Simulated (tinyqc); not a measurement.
Inside a calculation. Method: Jacobi rotations on a symmetric matrix. Computed by tinyqc, a small Python program that keeps every step. Settings: method = jacobi. Command: `OMP_NUM_THREADS=1 python tinyqc.py 28092 28093 out.jsonl` (the two numbers bound the seeds that draw the settings). One thread of a shared host (Intel(R) Xeon(R) Processor @ 2.60GHz), about 0.01 s of CPU time with the checks.

## Jacobi rotation 1

A, lower triangle:
```
           1          2          3         4
1   0.205000
2  -0.531000   2.009000
3   0.414000  -0.681000   3.130000
4   0.923000  -0.229000  -0.462000  3.603000
```

Take the largest off-diagonal element A_pq; tan 2 theta = 2 A_pq / (A_qq - A_pp) with |theta| <= pi/4; A' = J^T A J with J_pp = J_qq = cos, J_pq = sin, J_qp = -sin.

p, q, theta (rad): 1.000000  4.000000  0.248827

A', lower triangle:
```
           1          2          3         4
1  -0.029528
2  -0.458251   2.009000
3   0.515025  -0.681000   3.130000
4   0.000000  -0.352715  -0.345817  3.837528
```

## Jacobi rotation 2

As before.

p, q, theta (rad): 2.000000  3.000000  -0.441078

A', lower triangle:
```
           1          2          3         4
1  -0.029528
2  -0.194521   1.687502
3   0.661367   0.000000   3.451498
4   0.000000  -0.466592  -0.162140  3.837528
```

## All rotations

The off-diagonal norm falls at every rotation.

Rotations:
```
step  p  q      theta  off-diagonal norm
1     1  4   0.248827           1.54e+00
2     2  3  -0.441078           1.20e+00
3     1  3   0.181566           7.51e-01
4     2  4  -0.204749           3.58e-01
5     1  2  -0.102677           2.50e-01
6     3  4  -0.344707           1.34e-01
7     1  4   0.015766           9.73e-02
8     2  3  -0.033922           3.22e-02
9     1  3   0.004405           2.25e-02
10    2  4   0.006691           5.85e-04
11    1  2   0.000169           4.02e-04
12    3  4  -0.000608           6.49e-06
13    1  4   7.84e-07           4.56e-06
14    2  3   1.68e-06           2.85e-09
15    1  3   3.90e-10           1.99e-09
16    2  4  -5.92e-10           2.57e-15
```

eigenvalues: -0.170741  1.606990  3.521693  3.989058
